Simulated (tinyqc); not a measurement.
Lorentz oscillators and the Kramers-Kronig relations, step by step. Values are carried at full precision from step to step, so a last printed digit may differ when a step is redone from the rounded ones.

eps(E) = 1 + sum_j S_j/(E0_j^2 - E^2 - i G_j E).

Constants: hbar c = 1973.269805 eV angstrom; hbar^2/2m0 = 3.80998211 eV angstrom^2; e^2/(4 pi eps0) = 14.39964547 eV angstrom.

Values chosen for the exercise: E0 = (3.13, 4.84) eV (resonances); G = (0.43, 0.63) eV (widths); S = (23.8, 86.1) eV^2 (strengths); E = 6.84 eV (photon energy); h = 0.25 eV (grid step); M = 30 (grid points E_j = j h); i = 4 (grid index at which eps1 is wanted).

## Dielectric function at one energy

Evaluate each oscillator and the sum.

terms: [-0.6394+0.0508i, -3.5645+0.6575i]

eps(E) = -3.2039+0.7084i
eps(0) = 7.1048

## Optical constants

n + i k = sqrt(eps1 + i eps2) with k >= 0; R = ((n - 1)^2 + k^2)/((n + 1)^2 + k^2) at normal incidence from vacuum; alpha = 2 E k/(hbar c), times 1e8 for 1/cm; loss function Im(-1/eps) = eps2/(eps1^2 + eps2^2).

Convert eps at the photon energy E into the optical constants.

n = 0.1967
k = 1.8007
R = 0.8317
alpha = 1.25e+06 1/cm
loss function = 0.0658
vacuum wavelength hc/E (hc = 1239.841984 eV nm) = 181.3 nm

The intensity falls to 1/e within 8.01 nm. eps1 is negative, so k exceeds n, as in a metal below its plasma energy; R is 0.83.

## Absorptive part on the grid

Tabulate eps2 at E_j = j h.

eps2(E_j), j = 1 .. M: [0.0518, 0.1066, 0.1677, 0.2397, 0.3295, 0.4487, 0.6183, 0.8823, 1.3459, 2.3185, 4.9895, 14.1224, 14.1382, 5.7877, 4.0268, 4.5165, 7.0228, 13.8772, 26.8532, 22.0870, 10.3187, 5.2257, 3.0501, 1.9763, 1.3779, 1.0127, 0.7742, 0.6101, 0.4925, 0.4053]

## eps1 at one grid point

Kramers-Kronig: eps1(E) = 1 + (2/pi) P integral_0^infinity E1 eps2(E1)/(E1^2 - E^2) dE1. Maclaurin rule on the grid E_j = j h, j = 1 .. M: eps1(E_i) = 1 + (4 h/pi) sum over j with j - i odd of E_j eps2(E_j)/(E_j^2 - E_i^2); nothing is added above E_M.

List the terms E_j eps2_j/(E_j^2 - E_i^2) for j - i odd, add them and form eps1.

terms in order of j (1/eV): [-0.0138, -0.2875, 0.7323, 0.5246, 0.7454, 2.0908, 4.8051, 1.1560, 1.7493, 5.9155, 2.0395, 0.5470, 0.2263, 0.1173, 0.0692]

sum = 20.417 1/eV
eps1(E_i) = 7.499

The oscillator formula gives 7.535 at E_i = 1 eV. The rule samples every 2h = 0.5 eV against a narrowest width of 0.43 eV and stops at 7.5 eV; coarse sampling and the missing tail make the difference.

## The f-sum on the grid

W(E_M) = (2/pi) h sum_j E_j eps2_j, with half weight on the last point; the full integral equals sum S_j = (hbar omega_p)^2, and the electron density follows from (hbar omega_p)^2 = 8 pi c (e^2/(4 pi eps0)) N with c = hbar^2/2m0.

W(E_M) = 102.02 eV^2
sum S = 109.90 eV^2
share reached on this grid (a step near the line widths can inflate it) = 0.928
hbar omega_p = 10.483 eV
N = 7.97e+22 1/cm^3

## Checks

- The value of eps1 at 6.844 eV from a fine, long grid (with the tail of eps2 ~ 1/E^3 added) against the oscillator formula: both -3.19.

Run: tinyqc, `OMP_NUM_THREADS=1 python tinyqc.py 1651422 1651423 out.jsonl`; Intel(R) Xeon(R) Processor @ 2.30GHz, one thread, shared host; about 0.2 s of CPU time with all checks.
